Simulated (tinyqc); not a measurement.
Schottky barrier on an n-type semiconductor with a doping step, non-linear Poisson equation by Newton steps: Capacitance-voltage profiling.

One dimension, metal at x = 0, donor density C(x) = N1 for x < x1 and Nd beyond. Energies are counted from the electron Fermi level of the semiconductor and the conduction-band edge is Ec = -psi, so n = Nc exp(psi/Vt); holes follow the Fermi level of the metal, at -V, so p = Nv exp((V - psi - Eg)/Vt). Ends: psi(0) = V - phiB and psi = Vt ln(Nd/Nc) deep inside. Boltzmann statistics, full ionisation, no current, no image force in the Poisson equation.

The Poisson equation d/dx(eps0 eps_r dpsi/dx) = -q (p - n + C) is solved on a mesh of about 1000 nodes or more that ends in neutral material. C_s = q d/dV of the integral of n over x, from the linearised equation. Probed depth w = eps0 eps_r/C_s; apparent doping N_app = C_s^3/(q eps0 eps_r dC_s/dV), the derivative by central differences over +/- 0.02 V.

Values chosen for this exercise; band and dielectric values close to those of gallium nitride: temperature T = 450 K; band gap Eg = 3.39 eV; relative permittivity eps_r = 9.65; conduction-band density of states at T Nc = 4.19e18 cm^-3; valence-band density of states at T Nv = 8.43e19 cm^-3; donor density deep in the semiconductor Nd = 4.6e15 cm^-3; barrier height phiB = 1.19 eV; depth of the doping step x1 = 460 nm; donor density above the step N1 = 2.3e14 cm^-3.

Constants: q = 1.602176634e-19 C, kB = 1.380649e-23 J/K, Vt = kB T/q, eps0 = 8.8541878128e-14 F/cm where lengths are in cm. Results are converted to the units shown.

The same in every row: true C(w) (cm^-3) = 4.60e15.

Capacitance-voltage profiling:
```
V (V)  C_s (nF/cm^2)  w (nm)  N_app (cm^-3)  |E_0| (kV/cm)
0               13.4     637        4.53e15           17.3
-0.56           11.7     732        4.60e15           25.5
-1.11           10.5     815        4.60e15           32.6
-1.67           9.59     891        4.60e15           39.2
-2.22           8.90     960        4.60e15           45.1
-2.78           8.33  1.03e3        4.60e15           50.7
-3.33           7.87  1.09e3        4.60e15           56.0
-3.89           7.47  1.14e3        4.60e15           61.0
-4.44           7.13  1.20e3        4.60e15           65.7
-5              6.83  1.25e3        4.60e15           70.2
```

Read the table: what changes, and by how much?

C_s falls from 13.4 to 6.83 nF/cm^2 while the probed depth goes from 637 to 1250 nm. The apparent doping rises from 4.53e15 to 4.60e15 cm^-3. It departs most from the true doping at that depth for V = 0 V, where it is 1.6 % below it; so the doping is read well over the depths probed. The step lies inside the layer that is depleted at zero bias and is not seen.

Numbers from tinyqc (`OMP_NUM_THREADS=1 python tinyqc.py 2020101 2020102 out.jsonl`; about 0.1 s on one thread of a shared Intel Xeon 2.30GHz).
